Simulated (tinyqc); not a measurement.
Donor or exciton in a quantum well (variational effective-mass method). From one set of inputs to another, one input at a time. Computed by tinyqc, a small Python program. Command: `OMP_NUM_THREADS=1 python tinyqc.py 3021288 3021289 out.jsonl welldonor ladder`. One thread of a shared host (Intel(R) Xeon(R) Processor @ 2.30GHz), about 0.4 s of CPU time with the checks.

H = -nabla^2 - 2/|r - r_i| + V(z) in effective units; trial function psi = f(z) exp(-|r - r_i|/lambda), f the ground state of the well. Mass and screening are the same in well and barrier; l = L/a* is the width in effective units. Bands are flat: no polarisation or applied field.

The inputs printed are set A. Set A is modelled on ZnSe; the values taken over come from a set modelled on GaAs. Inputs not listed in the table keep their values of set A, so the rows need not describe a real material.

Inputs (values chosen for the exercise, modelled on ZnSe):

| quantity | value | unit |
|---|---|---|
| electron mass m | 0.146 | m_0 |
| dielectric constant eps | 8.99 | - |
| well width L | 11 | nm |
| donor position z_i/L from the centre | 0.4 | - |
| barrier height V_0 | 0.34 | eV |

Centre: donor. Barriers: finite.

Constants: Ry = 13.605693123 eV; a_0 = 0.529177210903 angstrom.

Method:
- Ry* = Ry m/eps^2, a* = a_0 eps/m; l = L/a*.
- k solves k tan(k l/2) = sqrt(v - k^2), v = V_0/Ry*, 0 < k l/2 < pi/2 (bisection); f = cos(k z) inside and cos(k l/2) exp(-kappa (|z| - l/2)) outside, kappa = sqrt(v - k^2); subband energy k^2 Ry*.
- Binding E_b(lambda) = -1/lambda^2 + 4 A/(lambda B), with A = int f^2 exp(-2 s/lambda) dz, B = int f^2 exp(-2 s/lambda)(1 + 2 s/lambda) dz and s = |z - z_i|; 40 Gauss-Legendre points on each piece between the walls at z = -l/2 and l/2 and z_i, and out to 12/(kappa + 1/lambda) beyond the walls.
- Golden-section search for the maximum over lambda from 0.3 to 4, 40 steps.

Each row keeps all changes above it:

| input moved | from | to | binding energy (meV) | radius lambda a* (nm) | subband energy (meV) |
|---|---|---|---|---|---|
| set A | - | - | 21.103 | 4.2623 | 15.804 |
| barrier height V_0 (eV) | 0.34 | 0.12 | 22.581 | 3.8735 | 13.129 |
| dielectric constant eps | 8.99 | 12.7 | 12.577 | 5.7204 | 13.129 |
| donor position z_i/L from the centre | 0.4 | 0.1 | 18.229 | 4.6938 | 13.129 |
| electron mass m (m_0) | 0.146 | 0.0689 | 10.866 | 8.8783 | 22.884 |
| well width L (nm) | 11 | 16 | 9.843 | 9.3832 | 13.145 |

Which inputs carry the difference?

Binding energy goes from 21.1 to 9.84, a factor 0.466 in all. The largest single move comes from dielectric constant eps (a factor 0.557), and donor position z_i/L from the centre works against it (a factor 1.45). Radius lambda a* goes from 4.26 to 9.38, a factor 2.20 in all. The largest single move comes from electron mass m (a factor 1.89), and donor position z_i/L from the centre works against it (a factor 0.821). Subband energy goes from 15.8 to 13.1, a factor 0.832 in all. The largest single move comes from electron mass m (a factor 1.74), but it runs against the net change; the largest move in the direction of the net change is well width L (a factor 0.574). The single moves hold for this order of the switches; the total does not depend on the order.

Extremes, crossings and ranges named in words are read from the listed rows.
